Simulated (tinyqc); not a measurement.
FCI on RHF in the sto-3g basis, for H3+, spin multiplicity 1, step by step. Computed by tinyqc, a small Python program that keeps every step (integrals from PySCF). Settings: charge = 1, multiplicity = 1, basis = sto-3g, method = RHF, energy threshold = 1e-10, iteration cap = 80, orthogonalisation = symmetric, start = Wolfsberg-Helmholz matrix, DIIS depth = 6, ci = FCI, davidson = 1. Command: `OMP_NUM_THREADS=1 python tinyqc.py 22106 22107 out.jsonl` (the two numbers bound the seeds that draw the settings). One thread of a shared host (Intel(R) Xeon(R) Processor @ 2.60GHz), about 0.1 s of CPU time with the checks. The early iterations of the SCF are left out here.

## One-electron integrals

Geometry (angstrom):
```
atom         x         y          z
H     0.000000  0.000000   0.000000
H     0.000000  0.000000   0.831000
H     0.000000  0.000000  -0.831000
```

Basis sto-3g: exponents (1/bohr^2) and contraction coefficients of normalised primitives:
```
element  l (shell)  exponent  coefficient
H            s (1)  3.425251     0.154329
H            s (1)  0.623914     0.535328
H            s (1)  0.168855     0.444635
```

Overlap, kinetic and nuclear-attraction integrals over the contracted functions; the nuclear repulsion is the sum of Za Zb / Rab.

nuclear repulsion = 1.59198920 hartree

overlap S, lower triangle:
```
          1H 1s     2H 1s     3H 1s
1H 1s  1.000000
2H 1s  0.600842  1.000000
3H 1s  0.600842  0.202550  1.000000
```

kinetic energy T (hartree), lower triangle:
```
          1H 1s      2H 1s     3H 1s
1H 1s  0.760032
2H 1s  0.186292   0.760032
3H 1s  0.186292  -0.000923  0.760032
```

nuclear attraction V (hartree), lower triangle:
```
           1H 1s      2H 1s      3H 1s
1H 1s  -2.424291
2H 1s  -1.298259  -2.143222
3H 1s  -1.298259  -0.405546  -2.143222
```

core Hamiltonian H = T + V (hartree), lower triangle:
```
           1H 1s      2H 1s      3H 1s
1H 1s  -1.664259
2H 1s  -1.111966  -1.383190
3H 1s  -1.111966  -0.406470  -1.383190
```

## Two-electron integrals

Functions are numbered as in S; the eight-fold symmetry (ij|kl) = (ji|kl) = (kl|ij) leaves the list below.

Two-electron integrals (ij|kl) in chemists' order, unique and non-zero (hartree):
```
(11|11) 0.774606   (21|11) 0.394080   (21|21) 0.241239   (22|11) 0.536343
(22|21) 0.394080   (22|22) 0.774606   (31|11) 0.394080   (31|21) 0.187104
(31|22) 0.244442   (31|31) 0.241239   (32|11) 0.126079   (32|21) 0.069214
(32|22) 0.103802   (32|31) 0.069214   (32|32) 0.022499   (33|11) 0.536343
(33|21) 0.244442   (33|22) 0.314773   (33|31) 0.394080   (33|32) 0.103802
(33|33) 0.774606
```

## Orthogonalisation

S = U s U^T; symmetric (Loewdin) form X = U s^(-1/2) U^T, so that X^T S X = 1.

eigenvalues of S: 0.245543  0.797450  1.957008

X, lower triangle:
```
           1H 1s     2H 1s     3H 1s
1H 1s   1.443570
2H 1s  -0.457526  1.204576
3H 1s  -0.457526  0.084756  1.204576
```

## Iteration 4 (converged): orbitals

converged F (hartree), lower triangle:
```
           1H 1s      2H 1s      3H 1s
1H 1s  -0.947687
2H 1s  -0.792644  -0.657818
3H 1s  -0.792644  -0.401594  -0.657818
```

Diagonalise F' = X^T F X, C = X C', fill 1 alpha and 1 beta electrons from the bottom; D = 2 C_occ C_occ^T. Each column has its largest component positive (the first on a tie).

F' = X^T F X (hartree), lower triangle:
```
           1          2          3
1  -0.324339
2  -0.556280  -0.304437
3  -0.556280   0.016868  -0.304437
```

orbital energies (hartree): MO1 -1.092867, MO2 -0.321304, MO3 0.480959

coefficients C:
```
            MO1        MO2        MO3
1H 1s  0.580463   0.000000   1.471604
2H 1s  0.309814   0.791833  -0.971872
3H 1s  0.309814  -0.791833  -0.971872
```

D after iteration 4, lower triangle:
```
          1H 1s     2H 1s     3H 1s
1H 1s  0.673875
2H 1s  0.359671  0.191969
3H 1s  0.359671  0.191969  0.191969
```

## Convergence

Stop when the energy changes by less than 1e-10 hartree and every element of the error matrix X^T (F D S - S D F) X is below 3e-06.

Course of the cycle:
```
iteration  E (hartree)     change  largest element of the error matrix
1          -1.20461428          -                             2.48e-02
2          -1.20506154  -4.47e-04                             3.57e-03
3          -1.20507099  -9.45e-06                             5.19e-07
4          -1.20507099  -1.62e-13                             2.17e-07
```

PySCF RHF in the same basis = -1.20507099 hartree

Converged in 4 iterations.

## Integrals over molecular orbitals

(pq|rs) = sum C_ip C_jq C_kr C_ls (ij|kl), one index at a time.

one-electron integrals over orbitals h = C^T H C (hartree), lower triangle:
```
           1          2          3
1  -1.704193
2   0.000000  -1.224805
3  -0.103241   0.000000  -0.623558
```

Two-electron integrals over orbitals (pq|rs), unique and non-zero (hartree):
```
(11|11) 0.611327    (21|21) 0.145711    (22|11) 0.524606    (22|22) 0.565449
(31|11) 0.103241    (31|22) -0.022731   (31|31) 0.130262    (32|21) -0.135940
(32|32) 0.154916    (33|11) 0.617389    (33|22) 0.557338    (33|31) 0.090762
(33|33) 0.665903
```

## FCI: determinants and Hamiltonian

Hartree-Fock energy = -1.20507099 hartree

Slater-Condon rules over spin orbitals, with the nuclear repulsion added and E(HF) subtracted on the diagonal.

Occupation strings over the orbitals (2 doubly, a alpha, b beta, 0 empty; spin orbitals ordered 1a 1b 2a 2b ...): 200 ab0 a0b ba0 b0a 020 0ab 0ba 002

H - E(HF) between determinants (hartree), lower triangle:
```
          200        ab0        a0b        ba0       b0a       020        0ab       0ba
200  0.000000
ab0  0.000000   0.392668
a0b  0.000000   0.000000   1.086698
ba0  0.000000  -0.145711   0.000000   0.392668
b0a  0.000000   0.000000  -0.130262   0.000000  1.086698
020  0.145711   0.000000  -0.135940   0.000000  0.135940  0.912899
0ab  0.000000  -0.135940   0.000000   0.125972  0.000000  0.000000   1.506035
0ba  0.000000   0.125972   0.000000  -0.135940  0.000000  0.000000  -0.154916  1.506035
002  0.130262   0.000000  -0.012479   0.000000  0.012479  0.154916   0.000000  0.000000

          002
002  2.215848
```

## FCI: roots

Diagonalise (each vector has its largest component positive (the first on a tie)); all determinants have Ms = 0, so triplets appear too. The lowest singlet root is the correlation energy.

lowest roots of this matrix, relative to E(HF) (hartree): -0.028350  0.246867  0.480278  0.824238  0.956436  1.304527  1.351209  1.719052

lowest vectors:
```
        root 1    root 2     root 3     root 4
200   0.987283  0.000000   0.000000   0.139844
ab0   0.000000  0.707078   0.690325   0.000000
a0b  -0.016840  0.000000   0.000000   0.303334
ba0   0.000000  0.707078  -0.690325   0.000000
b0a   0.016840  0.000000   0.000000  -0.303334
020  -0.149943  0.000000   0.000000   0.886072
0ab   0.000000  0.006382   0.153137   0.000000
0ba   0.000000  0.006382  -0.153137   0.000000
002  -0.047143  0.000000   0.000000  -0.106289
```

<S^2> of these roots: 0.000000  2.000000  0.000000  0.000000  2.000000  0.000000  2.000000  0.000000

weight of the ground state by excitation level 0, 1, 2, ...: 0.974728  0.000567  0.024705

## The lowest root by the Davidson method

Start from the reference; add the residual divided by (theta - H_ii), orthogonalised, at each step.

Davidson iterations:
```
iteration  subspace  lowest Ritz value (hartree)  residual norm
1                 1                            0       1.95e-01
2                 2                  -0.02760594       2.98e-02
3                 3                  -0.02833815       4.54e-03
4                 4                  -0.02834977       9.38e-17
```
